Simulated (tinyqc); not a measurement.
Scattering rates of a carrier in a spherical band by Fermi's golden rule: one step, computed by the program tinyqc. Command: `OMP_NUM_THREADS=1 python tinyqc.py 3013918 3013919 out.jsonl scatter walk`. One thread of a shared host (Intel(R) Xeon(R) Processor @ 2.30GHz), about 0.01 s of CPU time with the checks.

All processes here are isotropic or elastic, and the rate listed is the momentum relaxation rate.

Task: All rates at E. Parabolic band: E = hbar^2 k^2/(2 m), speed v = hbar k/m, states per spin, volume and energy g(E) = m k/(2 pi^2 hbar^2). Masses are multiplied by m_0 and all formulas are in SI units. Phonon occupation N_q = 1/(exp(hbar w/(k_B T)) - 1). Acoustic deformation potential (elastic, equipartition, absorption and emission together): 1/tau = 2 pi k_B T D_A^2 g(E)/(hbar rho v_l^2). Optical or intervalley deformation potential: 1/tau = (pi Z_f D_o^2/(rho w)) [N_q g(E + hbar w) + (N_q + 1) g(E - hbar w)], with g = 0 below the band edge. Singly charged impurities, momentum relaxation: 1/tau = N_I e^4 m (1 + 2 alpha E) Phi/(8 pi (eps_s eps_0)^2 hbar^3 k^3), with alpha = 0 for a parabolic band. Brooks-Herring: Phi = ln(1 + b) - b/(1 + b), b = 4 k^2 L_s^2. Debye screening by free carriers of density N_I: L_s = sqrt(eps_s eps_0 k_B T/(e^2 N_I)). Neutral impurities (Erginsoy): 1/tau = 20 N_n a_B hbar/m, a_B = 4 pi eps_s eps_0 hbar^2/(m e^2). Rates add: 1/tau_m is the sum, and the mean free path is v tau_m.

Inputs (values chosen for the exercise, modelled on electrons in silicon):
```
quantity                                            value       unit
density-of-states mass of one valley m              0.319        m_0
static permittivity eps_s                            11.7          -
density rho                                          2329     kg/m^3
sound velocity v_l                                   9020        m/s
acoustic deformation potential D_A                      9         eV
phonon energy hbar w                                 59.3        meV
optical or intervalley deformation potential D_o      4.7  1e8 eV/cm
final valleys Z_f                                       5          -
ionised impurity density N_I                      1.3e+17     1/cm^3
temperature T                                          77          K
carrier energy E                                       17        meV
neutral impurity density N_n                      4.9e+16     1/cm^3
```

Crystal: non-polar. Band: parabolic. Impurity formula: Brooks-Herring. Further scattering: neutral impurities.

Constants: k_B = 1.380649e-23 J/K; e = 1.602176634e-19 C; hbar = 1.054571817e-34 J s; m_0 = 9.1093837015e-31 kg; hbar = 6.582119569e-16 eV s; k_B = 8.617333262e-05 eV/K; eps_0 = 8.8541878128e-12 F/m.

Give: Momentum relaxation rates; momentum relaxation time tau_m; mean free path.

Result:

Momentum relaxation rates:
```
process             rate (1/s)  share (%)
acoustic             3.471e+11      8.632
optical absorption   5.904e+08    0.01468
optical emission             0          0
ionised impurity     2.983e+12      74.19
neutral impurity     6.903e+11      17.17
```

momentum relaxation time tau_m = 248.7 fs

mean free path = 34.05 nm

The largest rate is ionised impurity (74 %), then neutral impurity (17 %). Caution: Erginsoy's formula holds for k a_B below about 0.5 and for dopants that stay neutral, which means low temperature; elsewhere it is only a rough constant rate.
